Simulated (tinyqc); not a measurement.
Image-sensor pixel with a pinned photodiode, signal and noise: one step of the calculation.

A buried n layer between a heavily doped p+ surface layer and a p layer is emptied into a floating diffusion, read through a source follower with correlated double sampling (reset noise cancelled). One-dimensional abrupt junctions; no blooming, lag or crosstalk.

Problem. Noise budget. Signal S = QE Ph; variance = S + dark rate x ti + (read noise)^2 + (pr S)^2; SNR = 20 log10(S/noise); dynamic range 20 log10(FW/noise at S = 0).

Inputs (values chosen for the exercise); material values close to those of silicon: gain non-uniformity pr = 0.5 %; exposure ti = 5 ms; photons on the photodiode per exposure Ph = 110.

QE = 0.40598438
generation rate = 0.088160956 electrons/s
diffusion rate = 0.0032243493 electrons/s
read noise = 0.70543568 electrons
FW = 3033.3734 electrons

Wanted: S; variances; noise; SNR; dynamic range.

Solution.

S = 44.658 electrons
variances (electrons^2): photon shot 44.658, dark shot 4.5693e-4, read 0.49764, non-uniformity 0.049859
noise = 6.7236 electrons
SNR = 16.446 dB
dynamic range = 72.665 dB

The largest part, 98.8 % of the variance, is photon shot noise.

tinyqc, about 0.01 s, one thread, Intel Xeon 2.30GHz (shared host): `OMP_NUM_THREADS=1 python tinyqc.py 2630052 2630053 out.jsonl`
